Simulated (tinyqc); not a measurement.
ROHF in the 6-31g basis, for H4, spin multiplicity 3, step by step (part 1 of 3). Computed by tinyqc, a small Python program that keeps every step (integrals from PySCF). Settings: charge = 0, multiplicity = 3, basis = 6-31g, energy threshold = 1e-08, iteration cap = 84, orthogonalisation = symmetric, start = Wolfsberg-Helmholz matrix, DIIS depth = 0, method = ROHF. Command: `OMP_NUM_THREADS=1 python tinyqc.py 29731 29732 out.jsonl` (the two numbers bound the seeds that draw the settings). One thread of a shared host (Intel(R) Xeon(R) Processor @ 2.60GHz), about 0.05 s of CPU time with the checks. Later iterations appear only in the table of the cycle.

## One-electron integrals

Geometry (angstrom):
```
atom         x         y         z
H     0.000000  0.000000  0.000000
H     0.000000  0.000000  1.160000
H     0.000000  1.881000  0.000000
H     0.000000  1.881000  1.160000
```

Basis 6-31g: exponents (1/bohr^2) and contraction coefficients of normalised primitives:
```
element  l (shell)   exponent  coefficient
H            s (1)  18.731137     0.033495
H            s (1)   2.825394     0.234727
H            s (1)   0.640122     0.813757
H            s (2)   0.161278     1.000000
```

Overlap, kinetic and nuclear-attraction integrals over the contracted functions; the nuclear repulsion is the sum of Za Zb / Rab.

nuclear repulsion = 1.95393972 hartree

overlap S:
```
          1H 1s     1H 2s     2H 1s     2H 2s     3H 1s     3H 2s     4H 1s     4H 2s
1H 1s  1.000000  0.658292  0.164185  0.350133  0.011969  0.125481  0.002523  0.066939
1H 2s  0.658292  1.000000  0.350133  0.678760  0.125481  0.361002  0.066939  0.245033
2H 1s  0.164185  0.350133  1.000000  0.658292  0.002523  0.066939  0.011969  0.125481
2H 2s  0.350133  0.678760  0.658292  1.000000  0.066939  0.245033  0.125481  0.361002
3H 1s  0.011969  0.125481  0.002523  0.066939  1.000000  0.658292  0.164185  0.350133
3H 2s  0.125481  0.361002  0.066939  0.245033  0.658292  1.000000  0.350133  0.678760
4H 1s  0.002523  0.066939  0.011969  0.125481  0.164185  0.350133  1.000000  0.658292
4H 2s  0.066939  0.245033  0.125481  0.361002  0.350133  0.678760  0.658292  1.000000
```

kinetic energy T (hartree):
```
           1H 1s      1H 2s      2H 1s      2H 2s      3H 1s      3H 2s      4H 1s      4H 2s
1H 1s   1.395678   0.259735  -0.027853   0.079722  -0.020839  -0.005187  -0.006749  -0.013720
1H 2s   0.259735   0.241917   0.079722   0.121785  -0.005187   0.028012  -0.013720   0.003700
2H 1s  -0.027853   0.079722   1.395678   0.259735  -0.006749  -0.013720  -0.020839  -0.005187
2H 2s   0.079722   0.121785   0.259735   0.241917  -0.013720   0.003700  -0.005187   0.028012
3H 1s  -0.020839  -0.005187  -0.006749  -0.013720   1.395678   0.259735  -0.027853   0.079722
3H 2s  -0.005187   0.028012  -0.013720   0.003700   0.259735   0.241917   0.079722   0.121785
4H 1s  -0.006749  -0.013720  -0.020839  -0.005187  -0.027853   0.079722   1.395678   0.259735
4H 2s  -0.013720   0.003700  -0.005187   0.028012   0.079722   0.121785   0.259735   0.241917
```

nuclear attraction V (hartree):
```
           1H 1s      1H 2s      2H 1s      2H 2s      3H 1s      3H 2s      4H 1s      4H 2s
1H 1s  -2.630064  -1.383971  -0.379726  -0.751806  -0.022132  -0.255790  -0.004844  -0.139887
1H 2s  -1.383971  -1.580702  -0.751806  -1.133470  -0.255790  -0.593760  -0.139887  -0.425498
2H 1s  -0.379726  -0.751806  -2.630064  -1.383971  -0.004844  -0.139887  -0.022132  -0.255790
2H 2s  -0.751806  -1.133470  -1.383971  -1.580702  -0.139887  -0.425498  -0.255790  -0.593760
3H 1s  -0.022132  -0.255790  -0.004844  -0.139887  -2.630064  -1.383971  -0.379726  -0.751806
3H 2s  -0.255790  -0.593760  -0.139887  -0.425498  -1.383971  -1.580702  -0.751806  -1.133470
4H 1s  -0.004844  -0.139887  -0.022132  -0.255790  -0.379726  -0.751806  -2.630064  -1.383971
4H 2s  -0.139887  -0.425498  -0.255790  -0.593760  -0.751806  -1.133470  -1.383971  -1.580702
```

core Hamiltonian H = T + V (hartree):
```
           1H 1s      1H 2s      2H 1s      2H 2s      3H 1s      3H 2s      4H 1s      4H 2s
1H 1s  -1.234386  -1.124236  -0.407580  -0.672083  -0.042970  -0.260977  -0.011592  -0.153607
1H 2s  -1.124236  -1.338785  -0.672083  -1.011684  -0.260977  -0.565748  -0.153607  -0.421798
2H 1s  -0.407580  -0.672083  -1.234386  -1.124236  -0.011592  -0.153607  -0.042970  -0.260977
2H 2s  -0.672083  -1.011684  -1.124236  -1.338785  -0.153607  -0.421798  -0.260977  -0.565748
3H 1s  -0.042970  -0.260977  -0.011592  -0.153607  -1.234386  -1.124236  -0.407580  -0.672083
3H 2s  -0.260977  -0.565748  -0.153607  -0.421798  -1.124236  -1.338785  -0.672083  -1.011684
4H 1s  -0.011592  -0.153607  -0.042970  -0.260977  -0.407580  -0.672083  -1.234386  -1.124236
4H 2s  -0.153607  -0.421798  -0.260977  -0.565748  -0.672083  -1.011684  -1.124236  -1.338785
```

## Two-electron integrals

Functions are numbered as in S; the eight-fold symmetry (ij|kl) = (ji|kl) = (kl|ij) leaves the list below.

Two-electron integrals (ij|kl) in chemists' order, unique and non-zero (hartree):
```
(11|11) 1.076566   (21|11) 0.578470   (21|21) 0.329423   (22|11) 0.587396
(22|21) 0.361304   (22|22) 0.453150   (31|11) 0.124583   (31|21) 0.073737
(31|22) 0.085505   (31|31) 0.024707   (32|11) 0.184313   (32|21) 0.116421
(32|22) 0.152629   (32|31) 0.043447   (32|32) 0.092143   (33|11) 0.453070
(33|21) 0.293982   (33|22) 0.407312   (33|31) 0.124583   (33|32) 0.296742
(33|33) 1.076566   (41|11) 0.296742   (41|21) 0.170398   (41|22) 0.189370
(41|31) 0.043447   (41|32) 0.070773   (41|33) 0.184313   (41|41) 0.092143
(42|11) 0.359235   (42|21) 0.223775   (42|22) 0.288820   (42|31) 0.064012
(42|32) 0.125298   (42|33) 0.359235   (42|41) 0.125298   (42|42) 0.208773
(43|11) 0.293982   (43|21) 0.189412   (43|22) 0.260592   (43|31) 0.073737
(43|32) 0.170398   (43|33) 0.578470   (43|41) 0.116421   (43|42) 0.223775
(43|43) 0.329423   (44|11) 0.407312   (44|21) 0.260592   (44|22) 0.358954
(44|31) 0.085505   (44|32) 0.189370   (44|33) 0.587396   (44|41) 0.152629
(44|42) 0.288820   (44|43) 0.361304   (44|44) 0.453150   (51|11) 0.006561
(51|21) 0.004140   (51|22) 0.005379   (51|31) 0.000927   (51|32) 0.001646
(51|33) 0.004238   (51|41) 0.002159   (51|42) 0.003372   (51|43) 0.002780
(51|44) 0.004059   (51|51) 0.000128   (52|11) 0.043459   (52|21) 0.028438
(52|22) 0.041381   (52|31) 0.006660   (52|32) 0.012937   (52|33) 0.034653
(52|41) 0.014977   (52|42) 0.026636   (52|43) 0.022792   (52|44) 0.034176
(52|51) 0.000996   (52|52) 0.011658   (53|11) 0.001191   (53|21) 0.000767
(53|22) 0.001046   (53|31) 0.000222   (53|32) 0.000439   (53|33) 0.001197
(53|41) 0.000438   (53|42) 0.000769   (53|43) 0.000770   (53|44) 0.001047
(53|51) 0.000022   (53|52) 0.000179   (53|53) 0.000006   (54|11) 0.022965
(54|21) 0.015034   (54|22) 0.021914   (54|31) 0.003699   (54|32) 0.007335
(54|33) 0.019813   (54|41) 0.008071   (54|42) 0.014690   (54|43) 0.013020
(54|44) 0.019383   (54|51) 0.000518   (54|52) 0.006055   (54|53) 0.000105
(54|54) 0.003293   (55|11) 0.281320   (55|21) 0.185148   (55|22) 0.278753
(55|31) 0.044062   (55|32) 0.088023   (55|33) 0.239455   (55|41) 0.097800
(55|42) 0.181308   (55|43) 0.157628   (55|44) 0.238921   (55|51) 0.006561
(55|52) 0.100395   (55|53) 0.001197   (55|54) 0.051746   (55|55) 1.076566
(61|11) 0.100395   (61|21) 0.058398   (61|22) 0.066263   (61|31) 0.013096
(61|32) 0.021202   (61|33) 0.053772   (61|41) 0.030265   (61|42) 0.041170
(61|43) 0.034764   (61|44) 0.048325   (61|51) 0.000996   (61|52) 0.006807
(61|53) 0.000179   (61|54) 0.003584   (61|55) 0.043459   (61|61) 0.011658
(62|11) 0.164282   (62|21) 0.104024   (62|22) 0.139586   (62|31) 0.024609
(62|32) 0.045916   (62|33) 0.123028   (62|41) 0.054684   (62|42) 0.089694
(62|43) 0.079758   (62|44) 0.113980   (62|51) 0.002471   (62|52) 0.022510
(62|53) 0.000472   (62|54) 0.011857   (62|55) 0.164282   (62|61) 0.022510
(62|62) 0.059056   (63|11) 0.033501   (63|21) 0.021298   (63|22) 0.028344
(63|31) 0.007696   (63|32) 0.016403   (63|33) 0.051746   (63|41) 0.012850
(63|42) 0.023101   (63|43) 0.030325   (63|44) 0.034836   (63|51) 0.000369
(63|52) 0.002939   (63|53) 0.000105   (63|54) 0.001702   (63|55) 0.019813
(63|61) 0.004222   (63|62) 0.009775   (63|63) 0.003293   (64|11) 0.102705
(64|21) 0.065543   (64|22) 0.089694   (64|31) 0.018064   (64|32) 0.036373
(64|33) 0.102705   (64|41) 0.036373   (64|42) 0.064310   (64|43) 0.065543
(64|44) 0.089694   (64|51) 0.001519   (64|52) 0.014056   (64|53) 0.000354
(64|54) 0.007884   (64|55) 0.102705   (64|61) 0.014056   (64|62) 0.037640
(64|63) 0.007884   (64|64) 0.027208   (65|11) 0.185148   (65|21) 0.121771
(65|22) 0.182441   (65|31) 0.029001   (65|32) 0.057929   (65|33) 0.157628
(65|41) 0.064326   (65|42) 0.118821   (65|43) 0.103752   (65|44) 0.156960
(65|51) 0.004140   (65|52) 0.058398   (65|53) 0.000770   (65|54) 0.030325
(65|55) 0.578470   (65|61) 0.028438   (65|62) 0.104024   (65|63) 0.013020
(65|64) 0.065543   (65|65) 0.329423   (66|11) 0.278753   (66|21) 0.182441
(66|22) 0.269087   (66|31) 0.043748   (66|32) 0.087441   (66|33) 0.238921
(66|41) 0.096428   (66|42) 0.176156   (66|43) 0.156960   (66|44) 0.235216
(66|51) 0.005379   (66|52) 0.066263   (66|53) 0.001047   (66|54) 0.034836
(66|55) 0.587396   (66|61) 0.041381   (66|62) 0.139586   (66|63) 0.019383
(66|64) 0.089694   (66|65) 0.361304   (66|66) 0.453150   (71|11) 0.001197
(71|21) 0.000770   (71|22) 0.001047   (71|31) 0.000222   (71|32) 0.000438
(71|33) 0.001191   (71|41) 0.000439   (71|42) 0.000769   (71|43) 0.000767
(71|44) 0.001046   (71|51) 0.000022   (71|52) 0.000179   (71|53) 0.000006
(71|54) 0.000105   (71|55) 0.001191   (71|61) 0.000179   (71|62) 0.000472
(71|63) 0.000105   (71|64) 0.000354   (71|65) 0.000767   (71|66) 0.001046
(71|71) 0.000006   (72|11) 0.019813   (72|21) 0.013020   (72|22) 0.019383
(72|31) 0.003699   (72|32) 0.008071   (72|33) 0.022965   (72|41) 0.007335
(72|42) 0.014690   (72|43) 0.015034   (72|44) 0.021914   (72|51) 0.000369
(72|52) 0.004222   (72|53) 0.000105   (72|54) 0.002577   (72|55) 0.033501
(72|61) 0.002939   (72|62) 0.009775   (72|63) 0.001941   (72|64) 0.007884
(72|65) 0.021298   (72|66) 0.028344   (72|71) 0.000105   (72|72) 0.003293
(73|11) 0.004238   (73|21) 0.002780   (73|22) 0.004059   (73|31) 0.000927
(73|32) 0.002159   (73|33) 0.006561   (73|41) 0.001646   (73|42) 0.003372
(73|43) 0.004140   (73|44) 0.005379   (73|51) 0.000064   (73|52) 0.000602
(73|53) 0.000022   (73|54) 0.000369   (73|55) 0.004238   (73|61) 0.000602
(73|62) 0.001740   (73|63) 0.000518   (73|64) 0.001519   (73|65) 0.002780
(73|66) 0.004059   (73|71) 0.000022   (73|72) 0.000518   (73|73) 0.000128
(74|11) 0.034653   (74|21) 0.022792   (74|22) 0.034176   (74|31) 0.006660
(74|32) 0.014977   (74|33) 0.043459   (74|41) 0.012937   (74|42) 0.026636
(74|43) 0.028438   (74|44) 0.041381   (74|51) 0.000602   (74|52) 0.006841
(74|53) 0.000179   (74|54) 0.004222   (74|55) 0.053772   (74|61) 0.005032
(74|62) 0.016706   (74|63) 0.003584   (74|64) 0.014056   (74|65) 0.034764
(74|66) 0.048325   (74|71) 0.000179   (74|72) 0.006055   (74|73) 0.000996
(74|74) 0.011658   (75|11) 0.044062   (75|21) 0.029001   (75|22) 0.043748
(75|31) 0.007545   (75|32) 0.015834   (75|33) 0.044062   (75|41) 0.015834
(75|42) 0.030959   (75|43) 0.029001   (75|44) 0.043748   (75|51) 0.000927
(75|52) 0.013096   (75|53) 0.000222   (75|54) 0.007696   (75|55) 0.124583
(75|61) 0.006660   (75|62) 0.024609   (75|63) 0.003699   (75|64) 0.018064
(75|65) 0.073737   (75|66) 0.085505   (75|71) 0.000222   (75|72) 0.007696
(75|73) 0.000927   (75|74) 0.013096   (75|75) 0.024707   (76|11) 0.088023
(76|21) 0.057929   (76|22) 0.087441   (76|31) 0.015834   (76|32) 0.034421
(76|33) 0.097800   (76|41) 0.032133   (76|42) 0.064748   (76|43) 0.064326
(76|44) 0.096428   (76|51) 0.001646   (76|52) 0.021202   (76|53) 0.000438
(76|54) 0.012850   (76|55) 0.184313   (76|61) 0.012937   (76|62) 0.045916
(76|63) 0.008071   (76|64) 0.036373   (76|65) 0.116421   (76|66) 0.152629
(76|71) 0.000439   (76|72) 0.016403   (76|73) 0.002159   (76|74) 0.030265
(76|75) 0.043447   (76|76) 0.092143   (77|11) 0.239455   (77|21) 0.157628
(77|22) 0.238921   (77|31) 0.044062   (77|32) 0.097800   (77|33) 0.281320
(77|41) 0.088023   (77|42) 0.181308   (77|43) 0.185148   (77|44) 0.278753
(77|51) 0.004238   (77|52) 0.053772   (77|53) 0.001191   (77|54) 0.033501
(77|55) 0.453070   (77|61) 0.034653   (77|62) 0.123028   (77|63) 0.022965
(77|64) 0.102705   (77|65) 0.293982   (77|66) 0.407312   (77|71) 0.001197
(77|72) 0.051746   (77|73) 0.006561   (77|74) 0.100395   (77|75) 0.124583
(77|76) 0.296742   (77|77) 1.076566   (81|11) 0.051746   (81|21) 0.030325
(81|22) 0.034836   (81|31) 0.007696   (81|32) 0.012850   (81|33) 0.033501
(81|41) 0.016403   (81|42) 0.023101   (81|43) 0.021298   (81|44) 0.028344
(81|51) 0.000518   (81|52) 0.003584   (81|53) 0.000105   (81|54) 0.001941
(81|55) 0.022965   (81|61) 0.006055   (81|62) 0.011857   (81|63) 0.002577
(81|64) 0.007884   (81|65) 0.015034   (81|66) 0.021914   (81|71) 0.000105
(81|72) 0.001702   (81|73) 0.000369   (81|74) 0.002939   (81|75) 0.003699
(81|76) 0.007335   (81|77) 0.019813   (81|81) 0.003293   (82|11) 0.102705
(82|21) 0.065543   (82|22) 0.089694   (82|31) 0.018064   (82|32) 0.036373
(82|33) 0.102705   (82|41) 0.036373   (82|42) 0.064310   (82|43) 0.065543
(82|44) 0.089694   (82|51) 0.001519   (82|52) 0.014056   (82|53) 0.000354
(82|54) 0.007884   (82|55) 0.102705   (82|61) 0.014056   (82|62) 0.037640
(82|63) 0.007884   (82|64) 0.027208   (82|65) 0.065543   (82|66) 0.089694
(82|71) 0.000354   (82|72) 0.007884   (82|73) 0.001519   (82|74) 0.014056
(82|75) 0.018064   (82|76) 0.036373   (82|77) 0.102705   (82|81) 0.007884
(82|82) 0.027208   (83|11) 0.053772   (83|21) 0.034764   (83|22) 0.048325
(83|31) 0.013096   (83|32) 0.030265   (83|33) 0.100395   (83|41) 0.021202
(83|42) 0.041170   (83|43) 0.058398   (83|44) 0.066263   (83|51) 0.000602
(83|52) 0.005032   (83|53) 0.000179   (83|54) 0.002939   (83|55) 0.034653
(83|61) 0.006841   (83|62) 0.016706   (83|63) 0.006055   (83|64) 0.014056
(83|65) 0.022792   (83|66) 0.034176   (83|71) 0.000179   (83|72) 0.003584
(83|73) 0.000996   (83|74) 0.006807   (83|75) 0.006660   (83|76) 0.014977
(83|77) 0.043459   (83|81) 0.004222   (83|82) 0.014056   (83|83) 0.011658
(84|11) 0.123028   (84|21) 0.079758   (84|22) 0.113980   (84|31) 0.024609
(84|32) 0.054684   (84|33) 0.164282   (84|41) 0.045916   (84|42) 0.089694
(84|43) 0.104024   (84|44) 0.139586   (84|51) 0.001740   (84|52) 0.016706
(84|53) 0.000472   (84|54) 0.009775   (84|55) 0.123028   (84|61) 0.016706
(84|62) 0.046780   (84|63) 0.011857   (84|64) 0.037640   (84|65) 0.079758
(84|66) 0.113980   (84|71) 0.000472   (84|72) 0.011857   (84|73) 0.002471
(84|74) 0.022510   (84|75) 0.024609   (84|76) 0.054684   (84|77) 0.164282
(84|81) 0.009775   (84|82) 0.037640   (84|83) 0.022510   (84|84) 0.059056
(85|11) 0.097800   (85|21) 0.064326   (85|22) 0.096428   (85|31) 0.015834
(85|32) 0.032133   (85|33) 0.088023   (85|41) 0.034421   (85|42) 0.064748
(85|43) 0.057929   (85|44) 0.087441   (85|51) 0.002159   (85|52) 0.030265
(85|53) 0.000439   (85|54) 0.016403   (85|55) 0.296742   (85|61) 0.014977
(85|62) 0.054684   (85|63) 0.007335   (85|64) 0.036373   (85|65) 0.170398
(85|66) 0.189370   (85|71) 0.000438   (85|72) 0.012850   (85|73) 0.001646
(85|74) 0.021202   (85|75) 0.043447   (85|76) 0.070773   (85|77) 0.184313
(85|81) 0.008071   (85|82) 0.036373   (85|83) 0.012937   (85|84) 0.045916
(85|85) 0.092143   (86|11) 0.181308   (86|21) 0.118821   (86|22) 0.176156
(86|31) 0.030959   (86|32) 0.064748   (86|33) 0.181308   (86|41) 0.064748
(86|42) 0.123972   (86|43) 0.118821   (86|44) 0.176156   (86|51) 0.003372
(86|52) 0.041170   (86|53) 0.000769   (86|54) 0.023101   (86|55) 0.359235
(86|61) 0.026636   (86|62) 0.089694   (86|63) 0.014690   (86|64) 0.064310
(86|65) 0.223775   (86|66) 0.288820   (86|71) 0.000769   (86|72) 0.023101
(86|73) 0.003372   (86|74) 0.041170   (86|75) 0.064012   (86|76) 0.125298
(86|77) 0.359235   (86|81) 0.014690   (86|82) 0.064310   (86|83) 0.026636
(86|84) 0.089694   (86|85) 0.125298   (86|86) 0.208773   (87|11) 0.157628
(87|21) 0.103752   (87|22) 0.156960   (87|31) 0.029001   (87|32) 0.064326
(87|33) 0.185148   (87|41) 0.057929   (87|42) 0.118821   (87|43) 0.121771
(87|44) 0.182441   (87|51) 0.002780   (87|52) 0.034764   (87|53) 0.000767
(87|54) 0.021298   (87|55) 0.293982   (87|61) 0.022792   (87|62) 0.079758
(87|63) 0.015034   (87|64) 0.065543   (87|65) 0.189412   (87|66) 0.260592
(87|71) 0.000770   (87|72) 0.030325   (87|73) 0.004140   (87|74) 0.058398
(87|75) 0.073737   (87|76) 0.170398   (87|77) 0.578470   (87|81) 0.013020
(87|82) 0.065543   (87|83) 0.028438   (87|84) 0.104024   (87|85) 0.116421
(87|86) 0.223775   (87|87) 0.329423   (88|11) 0.238921   (88|21) 0.156960
(88|22) 0.235216   (88|31) 0.043748   (88|32) 0.096428   (88|33) 0.278753
(88|41) 0.087441   (88|42) 0.176156   (88|43) 0.182441   (88|44) 0.269087
(88|51) 0.004059   (88|52) 0.048325   (88|53) 0.001046   (88|54) 0.028344
(88|55) 0.407312   (88|61) 0.034176   (88|62) 0.113980   (88|63) 0.021914
(88|64) 0.089694   (88|65) 0.260592   (88|66) 0.358954   (88|71) 0.001047
(88|72) 0.034836   (88|73) 0.005379   (88|74) 0.066263   (88|75) 0.085505
(88|76) 0.189370   (88|77) 0.587396   (88|81) 0.019383   (88|82) 0.089694
(88|83) 0.041381   (88|84) 0.139586   (88|85) 0.152629   (88|86) 0.288820
(88|87) 0.361304   (88|88) 0.453150
```

## Orthogonalisation

S = U s U^T; symmetric (Loewdin) form X = U s^(-1/2) U^T, so that X^T S X = 1.

eigenvalues of S: 0.117387  0.221597  0.294297  0.409653  0.914253  1.060873  1.928121  3.053819

X:
```
           1H 1s      1H 2s      2H 1s      2H 2s      3H 1s      3H 2s      4H 1s      4H 2s
1H 1s   1.262331  -0.525319   0.002530   0.019996   0.008482   0.048499   0.001079   0.007144
1H 2s  -0.525319   1.677143   0.019996  -0.592929   0.048499  -0.333038   0.007144   0.109040
2H 1s   0.002530   0.019996   1.262331  -0.525319   0.001079   0.007144   0.008482   0.048499
2H 2s   0.019996  -0.592929  -0.525319   1.677143   0.007144   0.109040   0.048499  -0.333038
3H 1s   0.008482   0.048499   0.001079   0.007144   1.262331  -0.525319   0.002530   0.019996
3H 2s   0.048499  -0.333038   0.007144   0.109040  -0.525319   1.677143   0.019996  -0.592929
4H 1s   0.001079   0.007144   0.008482   0.048499   0.002530   0.019996   1.262331  -0.525319
4H 2s   0.007144   0.109040   0.048499  -0.333038   0.019996  -0.592929  -0.525319   1.677143
```

## Starting guess

The start is the generalised Wolfsberg-Helmholz matrix (K = 1.75) built on H; D(s) = C_occ C_occ^T for each spin.

D(alpha) at the start:
```
           1H 1s      1H 2s      2H 1s      2H 2s      3H 1s      3H 2s      4H 1s      4H 2s
1H 1s   0.244153   0.202381  -0.096983  -0.008497   0.127498   0.072800  -0.213638  -0.138078
1H 2s   0.202381   0.204899  -0.008497   0.074542   0.072800   0.060961  -0.138078  -0.069396
2H 1s  -0.096983  -0.008497   0.244153   0.202381  -0.213638  -0.138078   0.127498   0.072800
2H 2s  -0.008497   0.074542   0.202381   0.204899  -0.138078  -0.069396   0.072800   0.060961
3H 1s   0.127498   0.072800  -0.213638  -0.138078   0.244153   0.202381  -0.096983  -0.008497
3H 2s   0.072800   0.060961  -0.138078  -0.069396   0.202381   0.204899  -0.008497   0.074542
4H 1s  -0.213638  -0.138078   0.127498   0.072800  -0.096983  -0.008497   0.244153   0.202381
4H 2s  -0.138078  -0.069396   0.072800   0.060961  -0.008497   0.074542   0.202381   0.204899
```

D(beta) at the start:
```
          1H 1s     1H 2s     2H 1s     2H 2s     3H 1s     3H 2s     4H 1s     4H 2s
1H 1s  0.015258  0.032152  0.015258  0.032152  0.015258  0.032152  0.015258  0.032152
1H 2s  0.032152  0.067752  0.032152  0.067752  0.032152  0.067752  0.032152  0.067752
2H 1s  0.015258  0.032152  0.015258  0.032152  0.015258  0.032152  0.015258  0.032152
2H 2s  0.032152  0.067752  0.032152  0.067752  0.032152  0.067752  0.032152  0.067752
3H 1s  0.015258  0.032152  0.015258  0.032152  0.015258  0.032152  0.015258  0.032152
3H 2s  0.032152  0.067752  0.032152  0.067752  0.032152  0.067752  0.032152  0.067752
4H 1s  0.015258  0.032152  0.015258  0.032152  0.015258  0.032152  0.015258  0.032152
4H 2s  0.032152  0.067752  0.032152  0.067752  0.032152  0.067752  0.032152  0.067752
```
